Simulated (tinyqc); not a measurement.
## Margin needed against array size

Cells fail independently with probability Q(k) = erfc(k/sqrt(2))/2 when the margin is k standard deviations, and Y = exp(-Nb Q(k)). phi = exp(-k^2/2)/sqrt(2 pi).  k solves Y = exp(-Nb Q(k)); the estimate is sqrt(2 ln(Nb/(-ln Y))).

Inputs (values chosen for the exercise): wanted yield Y = 0.999.

Result of one run:
```
allowed Q      k  estimate
2.912e-14  7.512     7.895
```

Which number of cells Nb gave this result: 524288, 134217728, 2147483648 or 34359738368?

Nb = 34359738368.

The whole series:
```
Nb           allowed Q      k  estimate
2048          4.885e-7  4.896     5.391
32768         3.053e-8  5.416     5.883
524288        1.908e-9  5.892     6.337
8388608      1.193e-10  6.334     6.760
134217728    7.454e-12  6.749     7.159
2147483648   4.659e-13  7.140     7.536
34359738368  2.912e-14  7.512     7.895
```

A 1.68e7-fold larger array raises k only from 4.90 to 7.51; the last factor of 16 costs 0.37 standard deviations. The estimate, which drops the factor 1/(k sqrt(2 pi)) of the tail, is 10 % above k in the first row and 5.1 % above it in the last.

tinyqc, about 0.01 s, one thread, Intel Xeon 2.30GHz (shared host): `OMP_NUM_THREADS=1 python tinyqc.py 2090037 2090038 out.jsonl`
